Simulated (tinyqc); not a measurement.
Gap and mesh density: special k points of the bcc lattice.

Lattice vectors in units of a: a1 = (-1/2, 1/2, 1/2), a2 = (1/2, -1/2, 1/2), a3 = (1/2, 1/2, -1/2); reciprocal vectors b_i with a_i . b_j = 2 pi delta_ij. Mesh: k = sum_i f_i b_i with f_i = (2 j_i + shift)/(2 N), j_i = 0 .. N-1. The point group of the lattice has 48 operations; only those that map the mesh onto itself are used.

A_m(k) = sum over the m-th star of lattice vectors R of cos(k . R), stars in order of length: m = 1: |R|^2 = 0.75, 8 vectors, such as (1, 1, 1) in the basis a_i; m = 2: |R|^2 = 1, 6 vectors, such as (1, 1, 0) in the basis a_i; m = 3: |R|^2 = 2, 12 vectors, such as (2, 1, 1) in the basis a_i; m = 4: |R|^2 = 2.75, 24 vectors, such as (2, 2, 1) in the basis a_i; m = 5: |R|^2 = 3, 8 vectors, such as (2, 2, 2) in the basis a_i; m = 6: |R|^2 = 4, 6 vectors, such as (2, 2, 0) in the basis a_i. The zone mean of every A_m is zero.

Test function, the lower band of a two-band insulator: E(k) = -sqrt(D^2 + (e0 - t A_1(k))^2).
Parameters, chosen for this exercise: t = 0.3 eV (coupling); e0 = 0.68 eV (offset).

D takes the values listed; errors against the unshifted mesh with N = 30, for unshifted meshes.

Errors (meV):
```
D (eV)  reference (eV)     N = 2    N = 4   N = 6   N = 8
0.2            -0.9325  -201.382  -22.607  -1.468   1.478
0.4            -1.0163  -184.347  -11.628  -0.821   0.314
0.8            -1.2625  -159.900   -2.304  -0.175   0.002
1.5            -1.8158  -132.947    0.081  -0.009  -0.001
2.5            -2.7131  -105.175    0.143   0.000   0.000
4.0            -4.1411   -77.284    0.067   0.000   0.000
```

What can be read from this table?

The first listed N from which the error stays below 0.5 meV is none for D = 0.2, 8 for D = 0.4, 6 for D = 0.8, 4 for D = 1.5, 4 for D = 2.5, 4 for D = 4 eV. A larger D makes the function smoother, so its Fourier coefficients fall faster with |R|; single entries change sign along a column, so a small error on one coarse mesh can be a cancellation.

Program tinyqc; command `OMP_NUM_THREADS=1 python tinyqc.py 1652532 1652533 out.jsonl`; about 0.1 s on one thread of a shared Intel(R) Xeon(R) Processor @ 2.30GHz.
